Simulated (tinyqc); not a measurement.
Two-step dopant diffusion (predeposition and drive-in) with a constant diffusivity: one step, computed by the program tinyqc.

Fick diffusion into a half space x > 0 whose background doping C_B is of the opposite type, so that a junction lies where C = C_B.

Question. Thermal budget with ramps. D = D0 exp(-E/(k_B T)). Temperatures in kelvin are T(C) + 273.15. One ramp between the stand-by temperature and T2 adds int D dT / rate (40-point Gauss-Legendre); the usual estimate counts it as an extra time k_B T2^2/(E rate) at T2. (Dt)2 = D2 t2 + two ramps, times in seconds.

Inputs (values chosen for the exercise, modelled on gallium in silicon):

| quantity | value | unit |
|---|---|---|
| prefactor D0 | 0.32 | cm^2/s |
| activation energy E | 3.38 | eV |
| predeposition temperature T1 | 1050 | C |
| drive-in temperature T2 | 1075 | C |
| drive-in time t2 | 90 | min |
| ramp rate | 3 | C/min |
| stand-by temperature | 700 | C |

Furnace ramps of the drive-in: linear ramps.

D2 = 7.408383e-14 cm^2/s

Constants: k_B = 8.617333262e-05 eV/K.

Give: budget of one ramp; estimated extra time of one ramp; drive-in budget (Dt)2.

Answer.

budget of one ramp = 6.437e-11 cm^2

estimated extra time of one ramp = 15.45 min

drive-in budget (Dt)2 = 5.288e-10 cm^2

The integral equals 14.5 min at T2, against the estimate 15.4 min; both ramps make 24 % of the budget.
